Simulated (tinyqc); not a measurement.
Classical nucleation, growth and JMAK kinetics of crystallisation from a melt or glass: one step, computed by the program tinyqc.

A spherical nucleus cap on a flat wall with a sharp interface of isotropic energy gamma; lambda = Omega^(1/3) is the jump distance.

Task: Fraction transformed and grain size. JMAK with steady nucleation and growth, nuclei spread at random: extended fraction X_e = (pi/3) I u^3 t^4, X = 1 - exp(-X_e); t_X = [-3 ln(1 - X)/(pi I u^3)]^(1/4); final grains per volume = Gamma(5/4) (3/pi)^(1/4) (I/u)^(3/4), Gamma(5/4) = 0.9064024771. Grain size = (grains per volume)^(-1/3).

Inputs (values chosen for the exercise, for a model substance): temperature T = 1055 K; wall area per volume S_v = 580000 1/m; time t = 0.0036 s.

Nucleation: on a flat wall. Driving force: Thompson-Spaepen.

nucleation rate I = 7.477198e+30 1/(m^3 s)

growth velocity u = 2.361506e-04 m/s

Give: extended fraction; fraction X at t; half time t_0.5; grains per volume; grain size.

Result:

extended fraction = 1.732e+10

fraction X at t = 1

half time t_0.5 = 9.055e-06 s

grains per volume = 6.726e+25 1/m^3

grain size = 0.002459 micrometre

t is 400 half times: the change is complete. Caution: the grain size is near the critical size, where JMAK theory fails. Caution: grains come out smaller than the spacing of the walls, so nuclei are not spread at random as JMAK assumes.
